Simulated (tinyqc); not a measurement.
# Floating body of a partially depleted SOI transistor: body voltage and kink: two studies

Source at 0 V. Channel current Ic = 2 nf K Vt^2 [F(0) - F(Vd)](1 + la Vd), F(V) = ln^2(1 + exp((Vg - VT - nf V)/(2 nf Vt))), VT = VT0 - gb Vb. Saturation voltage Vs = 2 Vt sqrt(F(0)) + 3 Vt, excess Ve = (Vd - Vs + sqrt((Vd - Vs)^2 + 0.0004 V^2))/2, multiplication M1 = Ai Ve exp(-Bl/Ve). Each junction passes D(v) = J1 (exp(v/Vt) - 1) + J2 (exp(v/(2 Vt)) - 1). Bipolar current Ib = bb J1 (exp(Vb/Vt) - 1). The body settles where M1 (Ic + Ib) = D(Vb) + D(Vb - Vd) + Vb/Rb; drain current Id = (1 + M1)(Ic + Ib) - D(Vb - Vd).

Parameters, values chosen for the exercise; values of the order met in partially depleted silicon-on-insulator transistors:
- T = 330 K (temperature)
- VT0 = 0.34 V (threshold at zero body voltage)
- gb = 0.24 (fall of the threshold per volt of body voltage)
- nf = 1.37 (slope factor)
- K = 400 uA/(V^2 um) (gain factor per width)
- la = 0.03 1/V (channel-length modulation factor)
- Ai = 3.38 1/V (impact-ionisation prefactor)
- Bl = 6 V (impact-ionisation voltage)
- J1 = 6.5e-12 uA/um (diffusion saturation current of each junction)
- J2 = 1.7e-8 uA/um (recombination saturation current of each junction)
- bb = 0.5 (gain of the lateral bipolar transistor on the diffusion current)
- Rb = 8e5 kohm um (resistance of a weak body tie to the source (1e9 stands for no tie, and the term is then dropped))
- Vg = 0.4 V (gate voltage)
- Vd = 2.3 V (drain voltage)

Constants: q = 1.602176634e-19 C, kB = 1.380649e-23 J/K, Vt = kB T/q. Results are converted to the units shown.

Each table varies one quantity; the others keep the values above.

## Output curve and kink

Rows with more than one solution for Vb (latch) are left out; dId/dVd by a forward difference over 1e-4 V, swing = 1e-4 V over the change of log10 Id; M1 under 1e-12 is printed as 0.

Results:
```
Vd (V)   Vb (V)        M1  Id, floating (uA/um)  Id, grounded (uA/um)  ratio  dId/dVd, floating (uS/um)  dId/dVd, grounded (uS/um)
0.68    0.02088  2.020e-5                 1.291                 1.197  1.079                      2.355                    0.03580
0.84     0.4552  1.435e-4                 4.724                 1.203  3.926                      30.41                    0.04176
1        0.5831  0.001011                 6.372                 1.211  5.260                      5.668                    0.06346
1.32     0.6670   0.01334                 7.807                 1.248  6.255                      4.078                     0.1854
1.48     0.6933   0.03112                 8.486                 1.286  6.600                      4.512                     0.2872
1.64     0.7144   0.06103                 9.281                 1.341  6.920                      5.530                     0.4107
1.8      0.7318    0.1058                 10.29                 1.418  7.255                      7.137                     0.5504
```

Estimate the missing row, Vd = 1.16 V.

Computed row:
```
Vd (V)  Vb (V)        M1  Id, floating (uA/um)  Id, grounded (uA/um)  ratio  dId/dVd, floating (uS/um)  dId/dVd, grounded (uS/um)
1.16    0.6325  0.004447                 7.146                 1.225  5.834                      4.308                     0.1102
```

With this row back in the table: Vb rises from 0.0209 to 0.732 V and the ratio of the currents rises from 1.08 to 7.25. The output conductance with a floating body exceeds the grounded value by the largest factor among the rows, 728, at Vd = 0.84 V, where Vb = 0.455 V and M1 = 1.44e-4.

## Transfer curve and swing

Same model as above.

Results:
columns A: Vg (V); B: Vb (V); C: M1; D: Id, floating (uA/um); E: Id, grounded (uA/um); F: ratio; G: swing, floating (mV/decade); H: swing, grounded (mV/decade)
```
A             B       C         D         E      F      G      H
-0.11  0.003723  0.4984  1.396e-5  1.365e-5  1.023  87.91  89.96
0.19     0.7048  0.4602     1.214   0.02621  46.34  119.4  96.16
0.29     0.7469  0.4155     5.680    0.2506  22.67  191.8  110.8
0.39     0.7716  0.3643     14.85     1.556  9.539  300.7  148.2
0.49     0.7866  0.3146     28.09     5.659  4.964  432.2  218.7
0.59     0.7963  0.2686     44.54     13.57  3.283  575.5  318.3
0.69     0.8026  0.2269     63.59     25.16  2.528  723.9  435.9
```

Estimate the missing row, Vg = 0.09 V.

Computed row:
columns A: Vg (V); B: Vb (V); C: M1; D: Id, floating (uA/um); E: Id, grounded (uA/um); F: ratio; G: swing, floating (mV/decade); H: swing, grounded (mV/decade)
```
A          B       C       D         E      F      G      H
0.09  0.6383  0.4865  0.1177  0.002226  52.88  85.04  91.55
```

With this row back in the table: Vb rises from 0.00372 to 0.803 V. The smallest swing among the rows is 85.0 mV a decade with a floating body (at Vg = 0.09 V) and 90.0 with a grounded one; Vt ln 10 = 65.5. The floating swing is smaller by more than 3 % for Vg = 0.09 V, where the rising Vb lowers the threshold as Vg rises. In the first row the floating body raises the current by a factor of 1.02.

Range of the model: The multiplication law is an empirical form chosen for the exercise; self-heating and capacitive coupling to the body are left out, and the linear laws are rough once Vb passes about 0.7 V or M1 about 0.1.

tinyqc, about 0.2 s, one thread, Intel Xeon 2.30GHz (shared host): `OMP_NUM_THREADS=1 python tinyqc.py 2182255 2182256 out.jsonl`
